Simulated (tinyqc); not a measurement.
## Gate voltage for a given inversion charge

Question. p-type body, charge-sheet picture, depletion and inversion only, full ionisation (an idealisation for deep acceptors), Boltzmann statistics (rough once Na exp(x - xn) passes about Nc/7). In units of Vt: xg = (Vg - Vfb)/Vt, x = psi/Vt, G = gamma/sqrt(Vt), xn = (2 phiF + Vc)/Vt. The implicit equation is (xg - x)^2 = G^2 [x - 1 + exp(x - xn)] for x above about 3. Cox = eps0 eox/tox. ni = sqrt(Nc Nv) exp(-Eg/(2 Vt)), Eg in volts; phiF = Vt ln(Na/ni); gamma = sqrt(2 q eps0 eps_r Na)/Cox. N_inv = (Cox Vt G/q) [sqrt(x - 1 + exp(x - xn)) - sqrt(x - 1)]. Find x - xn, psi and Vg.

Inputs (values chosen for the exercise); band and dielectric values close to those of silicon: temperature T = 300 K; band gap Eg = 1.13 eV; relative permittivity eps_r = 11.8; conduction-band density of states at T Nc = 2.77e19 cm^-3; valence-band density of states at T Nv = 2.67e19 cm^-3; relative permittivity of the gate insulator (close to silicon dioxide) eox = 3.9; insulator thickness tox = 1.4 nm; acceptor density Na = 1.9e17 cm^-3; flat-band voltage Vfb = -0.92 V; channel-body voltage Vc = 0 V.

Constants: q = 1.602176634e-19 C, kB = 1.380649e-23 J/K, Vt = kB T/q, eps0 = 8.8541878128e-14 F/cm where lengths are in cm. Results are converted to the units shown.

N_inv = 4.9e10 cm^-2

Solution. N_inv rises steadily with x, so it fixes x; the implicit equation then gives xg directly.

x - xn = 0.8251
psi = 0.8947 V
Vg = 0.07318 V

Program tinyqc, `OMP_NUM_THREADS=1 python tinyqc.py 2122128 2122129 out.jsonl`; Intel Xeon 2.30GHz, shared host, one thread, about 0.01 s.
